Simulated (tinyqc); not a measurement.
Kissinger analysis: growth of a silicide layer between metal and silicon: linear-parabolic kinetics, ramp anneals and Kissinger analysis. Computed by tinyqc, a small Python program. Command: `OMP_NUM_THREADS=1 python tinyqc.py 3015234 3015235 out.jsonl silicide walk`. One thread of a shared host (Intel(R) Xeon(R) Processor @ 2.30GHz), about 0.2 s of CPU time with the checks.

One compound layer of thickness x grows by diffusion through itself and reaction at an interface, dx/dt = 1/(2x/K + 1/v), until the metal is used up at x = a h.

Inputs (values chosen for the exercise, modelled on NiSi): metal thickness h = 24 nm; silicide formed per metal thickness a = 2.2; prefactor of the parabolic constant K = 1.2e+13 nm^2/s; activation energy E of K = 1.6 eV; prefactor of the interface velocity v = 2.1e+14 nm/s; activation energy E_v = 1.76 eV.

Constants: k_B = 8.617333262e-05 eV/K.

Method:
- The silicide ends at the thickness a h.
- K = K0 exp(-E/(k_B T)), v = v0 exp(-E_v/(k_B T)).
- Temperatures in kelvin are T(C) + 273.15.
- Ramp from x = 0 at 100 C at the rate beta: dx/dT = (1/beta)/(2x/K + 1/v), integrated adaptively (tolerance 1e-9) until x = a h at T_f.
- Plot ln(beta/T_f^2) against 1/(k_B T_f), T_f in kelvin; minus the least-squares slope estimates the activation energy.

final thickness = 52.8 nm

Ramps:
```
beta (C/s)  T_f (C)  1/(k_B T_f) (1/eV)  ln(beta/T_f^2)
0.03         373.44              17.947         -16.450
0.1          399.79              17.245         -15.326
0.3          425.71              16.605         -14.303
1            456.44              15.906         -13.185
3            486.84              15.269         -12.168
10           523.10              14.574         -11.057
30           559.23              13.941         -10.047
```

Kissinger energy = 1.5983 eV

A thousandfold faster ramp raises the completion temperature by only 186 C. The fit gives 1.598 eV, against E = 1.6 eV for diffusion and E_v = 1.76 eV for the interface: diffusion controls. Caution: nucleation and competing phases are left out; disilicides such as CoSi2 and the low-resistance form of TiSi2 start by nucleation and follow this law at best in part.

Extremes, crossings and ranges named in words are read from the listed rows.
